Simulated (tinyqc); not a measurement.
The basis set: RHF and MP2 along a ladder of basis sets, for BeH2, spin multiplicity 1. Computed by the program tinyqc with PySCF. 

Geometry (angstrom):

| atom | x | y | z |
|---|---|---|---|
| Be | 0.0000 | 0.0000 | 0.0000 |
| H | 0.0000 | 1.2860 | 0.0000 |
| H | 0.0000 | -1.2860 | 0.0000 |

Same geometry throughout; the dipole is taken about the origin.

RHF and frozen-core MP2 in a ladder of bases:

| basis | functions | E(RHF) (hartree) | E(MP2 corr) (hartree) | HOMO (eV) | LUMO (eV) | dipole (debye) |
|---|---|---|---|---|---|---|
| sto-3g | 7 | -15.561335 | -0.021929 | -11.7211 | 5.7318 | 0.0000 |
| 3-21g | 13 | -15.671998 | -0.027789 | -12.3693 | 2.2624 | 0.0000 |
| 6-31g | 13 | -15.757900 | -0.027961 | -12.3394 | 2.4800 | 0.0000 |
| 6-31g** | 24 | -15.765304 | -0.048928 | -12.2694 | 2.5236 | 0.0000 |
| cc-pvdz | 24 | -15.765597 | -0.050913 | -12.3166 | 1.9447 | 0.0000 |
| cc-pvtz | 58 | -15.770108 | -0.060786 | -12.3738 | 1.6592 | 0.0000 |

From cc-pVDZ to cc-pVTZ the RHF energy falls by 4.5 mhartree and the correlation energy by 9.9. If valence correlation converges as X^-3, (27 E(T) - 8 E(D))/19 gives -0.0649 hartree, a rough estimate from such small X that usually falls short; STO-3G holds about 34 % of it. Beyond STO-3G the LUMO moves by 0.9 eV and the HOMO by 0.1 eV.
